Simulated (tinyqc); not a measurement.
# Worked calculation: gated graphene, quantum capacitance

Program tinyqc, `OMP_NUM_THREADS=1 python tinyqc.py 2200142 2200143 out.jsonl`; Intel Xeon 2.30GHz, shared host, one thread, about 0.01 s. Printed values are rounded.

phi is the Fermi level above the Dirac point, in volts; Vg is counted from the gate voltage of charge neutrality. Ideal linear bands, no charge puddles.

Parameters, values chosen for the exercise; values close to those of graphene:
```
symbol,value,unit,meaning
T,400,K,temperature
eox,3.9,,relative permittivity of the gate insulator (close to silicon dioxide)
tox,1.7,nm,insulator thickness
vF,9.74e5,m/s,Fermi velocity
Dit,0,cm^-2 eV^-1,density of traps
Vg,-0.75,V,gate voltage
```

Constants: q = 1.602176634e-19 C, kB = 1.380649e-23 J/K, hbar = 1.054571817e-34 J s, Vt = kB T/q, eps0 = 8.8541878128e-14 F/cm where lengths are in cm. Results are converted to the units shown.

## Gate capacitance

Cox = eps0 eox/tox.

Cox = 2.03125 uF/cm^2

## Starting value

phi = Vg.

phi at the start = -0.75 V

## Iteration 1: new phi

N0 = (2/pi)(kB T/(hbar vF))^2; n = N0 F1(phi/Vt), p = N0 F1(-phi/Vt), F1(e) = int_0^infinity u du/(1 + exp(u - e)) = -Li2(-exp(e)); Cq = q d(n - p)/dphi = (q N0/Vt) ln[2 (1 + cosh(phi/Vt))]. Newton: f = phi + q (n - p + Dit phi)/Cox - Vg, phi(new) = phi - f/(1 + (Cq + q Dit)/Cox).

n = 65.3600 cm^-2
p = 4.38663e13 cm^-2
Cq = 18.6124 uF/cm^2
f = -3.46000 V
phi after iteration 1 = -0.409549 V

## Iteration 2: new phi

As before.

n = 1.27293e6 cm^-2
p = 1.32928e13 cm^-2
Cq = 10.1636 uF/cm^2
f = -0.708036 V
phi after iteration 2 = -0.291614 V

## Iteration 3: new phi

As before.

n = 3.89673e7 cm^-2
p = 6.88861e12 cm^-2
Cq = 7.23721 uF/cm^2
f = -0.0849584 V
phi after iteration 3 = -0.272995 V

## Course of the iteration

Stop when the step is below 1e-10 V, or after 40 iterations.

Course of the iteration:
```
iteration  phi before the step (V)  step (V)
1                            -0.75     0.340
2                        -0.409549     0.118
3                        -0.291614    0.0186
4                        -0.272995   4.88e-4
5                        -0.272506   3.36e-7
6                        -0.272506  1.59e-13
```

Converged in 6 iterations.

## Charge and capacitances at the solution

converged phi = -0.272506 V

N0 = (2/pi)(kB T/(hbar vF))^2; n = N0 F1(phi/Vt), p = N0 F1(-phi/Vt), F1(e) = int_0^infinity u du/(1 + exp(u - e)) = -Li2(-exp(e)); Cq = q d(n - p)/dphi = (q N0/Vt) ln[2 (1 + cosh(phi/Vt))]. 1/C_G = 1/Cox + 1/(Cq + q Dit); dphi/dVg = Cox/(Cox + Cq + q Dit).

n - p = -6.05371e12 cm^-2
Cq = 6.76329 uF/cm^2
C_G = 1.56210 uF/cm^2
dphi/dVg = 0.230968

Cq is 3.33 times Cox, so C_G is 76.9 % of Cox; 36.3 % of the gate voltage has gone into phi.
